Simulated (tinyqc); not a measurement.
What moves the results: phonon-assisted absorption at an indirect gap. A value that a table varies takes the place of the one given here.

alpha(E) = sum_j A_j [N_j (E - Eg + w_j)^2 + (N_j + 1)(E - Eg - w_j)^2], each bracket counted only where its base is positive; N_j = 1/(exp(w_j/kB T) - 1). The first term absorbs a phonon and the second emits one; excitons and direct transitions are left out.

Photodiode (Gaertner form with a dead layer): QE = (1 - R) exp(-alpha xj) [1 - exp(-alpha W)/(1 + alpha L)], R = ((nr - 1)/(nr + 1))^2; responsivity = QE/E in A/W for E in eV.

Constants: kB = 8.617333262e-05 eV/K.

Parameters, chosen for this exercise (loosely those of SiGe at room temperature; Eg is not tied to T; shifted at random, so the results belong to these values and not to a real crystal):
```
symbol  value         unit         meaning
Eg      0.955         eV           indirect gap, held fixed unless listed
w       (50.7, 15.4)  meV          two zone-edge phonons
A       (3800, 400)   1/(cm eV^2)  their strengths
T       300           K
nr      3.78                       refractive index
xj      0.12          micrometre   dead layer at the surface
W       0.53          micrometre   depleted width
L       4.1           micrometre   minority diffusion length below it
E       0.936         eV           photon energy
```

## The square root of alpha at three temperatures

The gap is held fixed, so only the phonon occupations change.

sqrt(alpha) (1/cm^(1/2)):
```
E - Eg (eV)     4 K   150 K   600 K
-0.04         0.000   0.094   0.511
-0.02         0.000   0.269   1.466
0.00          0.000   0.489   2.477
0.02          0.092   0.784   3.589
0.04          0.492   1.231   4.821
0.07          1.615   2.355   6.966
0.10          3.478   4.195   9.646
0.15          6.687   7.517  14.543
0.20          9.916  10.905  19.629
0.30         16.388  17.728  29.982
0.45         26.104  27.994  45.655
0.60         35.823  38.271  61.383
```

What does this show, and why?

Below the gap only phonon absorption acts: at E - Eg = -0.02 eV sqrt(alpha) is 0.000, 0.269 and 1.466 at 4, 150 and 600 K. A straight line through the last two rows meets the axis at E - Eg = +0.0471, +0.0414 and +0.0146 eV: the intercept is roughly a weighted mean of the thresholds, not the gap, and it moves from the emission side towards Eg as the occupations grow. At the last row alpha grows by a factor 2.94 from the lowest to the highest temperature at fixed gap.

## Spectral response

Response:
```
E (eV)  wavelength (nm)  alpha (1/cm)  1/alpha (micrometre)  dead layer  collected     QE    A/W
0.98               1265          4.45              2.25e+03       1.000      0.002  0.001  0.001
1.01               1228          10.9                   920       1.000      0.005  0.003  0.003
1.08               1148          64.0                   156       0.999      0.029  0.019  0.018
1.16               1069           202                  49.5       0.998      0.086  0.057  0.049
1.25                992           455                  22.0       0.995      0.177  0.117  0.093
1.40                886      1.11e+03                  9.02       0.987      0.352  0.230  0.164
1.60                775      2.43e+03                  4.11       0.971      0.560  0.360  0.225
1.86                667      4.92e+03                  2.03       0.943      0.745  0.464  0.250
2.15                577      8.72e+03                  1.15       0.901      0.862  0.514  0.239
2.56                484      1.59e+04                 0.628       0.826      0.943  0.515  0.201
```

How do the results move?

QE is highest, 0.515, at 2.56 eV of those listed and the responsivity at 1.86 eV; reflection alone caps QE at 0.662. Near the gap weak absorption limits it (collected share 0.002); at the top the dead layer passes 0.826. Far above the gap the quadratic law and a constant index are only rough; in the real crystal direct transitions take over near 2 eV, so the rows above that understate alpha.

## What moves the response

At the energy E. Each row changes one parameter from the base and keeps the others.

Results:
```
case                  alpha (1/cm)      QE
base                        0.6252  0.0002
Eg = 0.935 eV                1.795  0.0005
T = 350 K                   0.8736  0.0003
W = 1.06 micrometre         0.6252  0.0002
L = 2.05 micrometre         0.6252  0.0001
xj = 0.24 micrometre        0.6252  0.0002
nr = 3.97                   0.6252  0.0002
```

What can be read from the table?

The largest shifts from the base row, up to three for each result and ties (the steps differ in size, so this ranks the rows, not the parameters). alpha (1/cm): Eg +1.17, T +0.248; unchanged at the printed digits by W, L, xj and nr. QE: Eg +0.0004, L -0.0001, T +0.0001; unchanged at the printed digits by W, xj and nr.

Computed by tinyqc, a small Python program: `OMP_NUM_THREADS=1 python tinyqc.py 1651867 1651868 out.jsonl` (the numbers bound the seed that draws the inputs); one thread of a shared host (Intel(R) Xeon(R) Processor @ 2.30GHz), about 0.01 s for the whole set of steps.
